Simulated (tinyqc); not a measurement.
Floating body of a partially depleted SOI transistor: body voltage and kink: one step of the calculation.

Source at 0 V. Channel current Ic = 2 nf K Vt^2 [F(0) - F(Vd)](1 + la Vd), F(V) = ln^2(1 + exp((Vg - VT - nf V)/(2 nf Vt))), VT = VT0 - gb Vb. Saturation voltage Vs = 2 Vt sqrt(F(0)) + 3 Vt, excess Ve = (Vd - Vs + sqrt((Vd - Vs)^2 + 0.0004 V^2))/2, multiplication M1 = Ai Ve exp(-Bl/Ve). Each junction passes D(v) = J1 (exp(v/Vt) - 1) + J2 (exp(v/(2 Vt)) - 1). Bipolar current Ib = bb J1 (exp(Vb/Vt) - 1). The body settles where M1 (Ic + Ib) = D(Vb) + D(Vb - Vd) + Vb/Rb; drain current Id = (1 + M1)(Ic + Ib) - D(Vb - Vd).

Problem. New Vb. Current into the body I_in = M1 (Ic + Ib) - D(Vb - Vd), current out I_out = D(Vb) + Vb/Rb; f = ln(I_in/I_out), s = df/dVb by central differences over 1e-5 V, Vb(new) = Vb - f/s.

Parameters, values chosen for the exercise; values of the order met in partially depleted silicon-on-insulator transistors:
- T = 300 K (temperature)
- VT0 = 0.45 V (threshold at zero body voltage)
- gb = 0.25 (fall of the threshold per volt of body voltage)
- nf = 1.25 (slope factor)
- K = 110 uA/(V^2 um) (gain factor per width)
- la = 0.05 1/V (channel-length modulation factor)
- Ai = 3.34 1/V (impact-ionisation prefactor)
- Bl = 5.9 V (impact-ionisation voltage)
- J1 = 3.9e-13 uA/um (diffusion saturation current of each junction)
- J2 = 7.8e-8 uA/um (recombination saturation current of each junction)
- bb = 1 (gain of the lateral bipolar transistor on the diffusion current)
- Rb = 1e9 kohm um (resistance of a weak body tie to the source (1e9 stands for no tie, and the term is then dropped))
- Vg = 0.93 V (gate voltage)
- Vd = 2.4 V (drain voltage)

Constants: q = 1.602176634e-19 C, kB = 1.380649e-23 J/K, Vt = kB T/q. Results are converted to the units shown.

Vb at the start = 0.84 V

Give: Ic; Ve; M1; I_in; I_out; f; s; Vb after iteration 1.

Solution.

Ic = 23.462 uA/um
Ve = 1.7705 V
M1 = 0.21116
I_in = 15.597 uA/um
I_out = 51.288 uA/um
f = -1.1904
s = -12.212 1/V
Vb after iteration 1 = 0.74252 V

Range of the model: The multiplication law is an empirical form chosen for the exercise; self-heating and capacitive coupling to the body are left out, and the linear laws are rough once Vb passes about 0.7 V or M1 about 0.1.

Program tinyqc, `OMP_NUM_THREADS=1 python tinyqc.py 2182126 2182127 out.jsonl`; Intel Xeon 2.30GHz, shared host, one thread, about 0.2 s.
